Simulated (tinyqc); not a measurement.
# Trap density from one capacitance

Problem. Traps spread evenly through the insulator exchange electrons with the semiconductor by tunnelling, with tau(x) = t0 exp(2 ka x) at depth x from the interface. The admittance per area Y seen at depth x obeys dY/dx = -Y^2/(i w eps0 eox) + q Nb ln(1 + i w tau)/tau, with Y(0) = i w Cs and w = 2 pi f; the gate sees Y(tox) = G + i w C. Working variable y = Y/(i w), in uF/cm^2. Cox = eps0 eox/tox. Find Nb and G/w.

Parameters, values chosen for the exercise:
```
symbol,value,unit,meaning
eox,8.34,,relative permittivity of the insulator
tox,7.8,nm,insulator thickness
Cs,0.65,uF/cm^2,semiconductor capacitance in accumulation
ka,5.9,1/nm,decay constant of the wave function in the insulator
t0,4e-10,s,time constant of a trap at the interface
f,1e5,Hz,frequency
```

Constants: q = 1.602176634e-19 C, eps0 = 8.8541878128e-14 F/cm where lengths are in cm. Results are converted to the units shown.

C = 0.40877534 uF/cm^2

Answer. C rises steadily with Nb, so one density matches; in practice ka and t0 must come from the frequency dependence.

Nb = 5.100e18 cm^-3 eV^-1
G/w = 0.004073 uF/cm^2

Computed by the program tinyqc: `OMP_NUM_THREADS=1 python tinyqc.py 2202129 2202130 out.jsonl`, one thread of a shared Intel Xeon 2.30GHz, about 0.5 s for the whole run.
